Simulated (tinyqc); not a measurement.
Worked calculation: anisotropic elasticity and sound waves of a cubic crystal. Computed by tinyqc, a small Python program that keeps every step. Command: `OMP_NUM_THREADS=1 python tinyqc.py 3029975 3029976 out.jsonl cubicelastic walk`. One thread of a shared host (Intel(R) Xeon(R) Processor @ 2.30GHz), about 0.01 s of CPU time with the checks. Intermediate numbers are printed to about 5 digits and carried at full precision; extremes and crossings named in words are read from the listed rows.

Voigt order 1..6 = xx, yy, zz, yz, xz, xy, with engineering shear strains. The rotated frame has x' as named, z' along the wafer normal and y' = z' x x'.

Inputs (values chosen for the exercise, modelled on copper):
```
quantity                                value    unit
C11                                     169.5     GPa
C12                                     119.9     GPa
C44                                     75.88     GPa
density rho                             8.958  g/cm^3
expansion coefficient of the film          16   ppm/K
expansion coefficient of the substrate    5.7   ppm/K
cooling Delta T                           500       K
```

Frame: (110) wafer, x' along [001].

wave normal (not normalised): 3  2.5  1.2

## Compliances and anisotropy

S11 = (C11 + C12)/D, S12 = -C12/D, D = (C11 - C12)(C11 + 2 C12), S44 = 1/C44. Zener ratio A = 2 C44/(C11 - C12); S0 = S11 - S12 - S44/2; H = 2 C44 + C12 - C11.

S11 = 14.255 1/TPa

S12 = -5.9060 1/TPa

S44 = 13.179 1/TPa

Zener ratio A = 3.0597

S0 = 13.572 1/TPa

H = 102.16 GPa

## Stiffness in the rotated frame

direction cosines a (rows x', y', z' in the cube axes):
```
         x        y       z
x'  0.0000   0.0000  1.0000
y'  0.7071  -0.7071  0.0000
z'  0.7071   0.7071  0.0000
```

C'_ijkl = C12 delta_ij delta_kl + C44 (delta_ik delta_jl + delta_il delta_jk) - H sum_m a_im a_jm a_km a_lm.

C' (GPa), lower triangle (symmetric):
```
        1       2       3      4      5      6
1  169.50
2  119.90  220.58
3  119.90   68.82  220.58
4    0.00    0.00    0.00  24.80
5    0.00    0.00    0.00   0.00  75.88
6    0.00    0.00    0.00   0.00   0.00  75.88
```

No normal-shear coupling appears in this frame.

## Moduli along the axes of the frame

Invert C' to S'. E along x' = 1/S'11, along y' = 1/S'22; Poisson ratios nu(x'y') = -S'12/S'11 and nu(x'z') = -S'13/S'11; in-plane shear modulus 1/S'66.

E along x' = 70.150 GPa

E along y' = 133.88 GPa

nu(x'y') = 0.41431

nu(x'z') = 0.41431

in-plane shear modulus = 75.88 GPa

E differs between x' and y' by -47.6 %.

## Thermal stress in a film with this orientation

On cooling, a thick substrate imposes eps_1 = eps_2 = (alpha_film - alpha_substrate) Delta T and eps_6 = 0; the free surface sets sigma_3 = sigma_4 = sigma_5 = 0, which fixes eps_3, eps_4, eps_5. Biaxial modulus M = (sigma_1 + sigma_2)/(2 eps); energy density M eps^2. Elastic response and constant coefficients are assumed.

in-plane strain = 5.15 per mille

elastic strain along the normal = -4.4061 per mille

stress along x' = 962.11 MPa

stress along y' = 1450.2 MPa

biaxial modulus M = 234.21 GPa

energy density = 6.2118 MJ/m^3

The film ends in tension. Caution: the thermal stress of this film exceeds 200 MPa, which can relax by slip, cracking or buckling in a real film.

## Sound waves along the wave normal

In the cube axes, with unit normal n: G_ij = (C12 + C44) n_i n_j + (C44 - H n_i^2) delta_ij, eigenvalues rho v^2, eigenvectors u (columns, largest component positive). Group velocity V_i = [(C12 + C44)(u.n) u_i + C44 n_i - H u_i^2 n_i]/(rho v); its angle to n has cosine v/|V|.

Christoffel matrix (GPa):
```
        x       y      z
x  126.36   87.98  42.23
y   87.98  110.94  35.19
z   42.23   35.19  83.96
```

phase velocities (m/s): 1834.7  2655.9  5044.1

polarisations:
```
       slow      fast  longitudinal
x  -0.68974  -0.21295       0.69204
y   0.72067  -0.29430       0.62771
z   0.06999   0.93169       0.35645
```

group speeds (m/s): 2110.0  3043.2  5074.3

angles between V and n (degree): 29.595  29.221  6.260

Energy flows off the wave normal by up to 29.6 degrees, for the slow transverse wave.

## Polycrystal bounds against single-crystal directions

B = (C11 + 2 C12)/3; Voigt G = (C11 - C12 + 3 C44)/5; Reuss G = 5/(4 (S11 - S12) + 3 S44); Hill is their mean; E = 9BG/(3B + G), nu = (3B - 2G)/(6B + 2G). Along <hkl>, with g = 0, 1/4, 1/3: 1/E = S11 - 2 S0 g; for a film with that normal C33 = C11 + 2 H g and M = [6B - (3B - C33) - (3B - C33)^2/C33]/2.

bulk modulus B = 136.43 GPa

Averages:
```
average  G (GPa)  E (GPa)       nu
Voigt     55.448   146.50  0.32104
Reuss     41.604   113.30  0.36160
Hill      48.526   130.15  0.34101
```

Directions:
```
direction  E (GPa)  biaxial modulus M (GPa)
<100>        70.15                   119.77
<110>       133.88                   234.21
<111>       192.04                   261.42
```

The bounds on G differ by 33 %, while E varies by a factor 2.74 with direction; with A above 1 the stiffest axis is <111>. Under a fixed mismatch strain, grains with a <100> normal store the least energy.

Checks made by the program: E along x' against 1/E = S11 - 2 S0 (l^2 m^2 + m^2 n^2 + n^2 l^2) (relative difference below 1e-10); closed form of M against the matrix solution (relative difference below 1e-10).
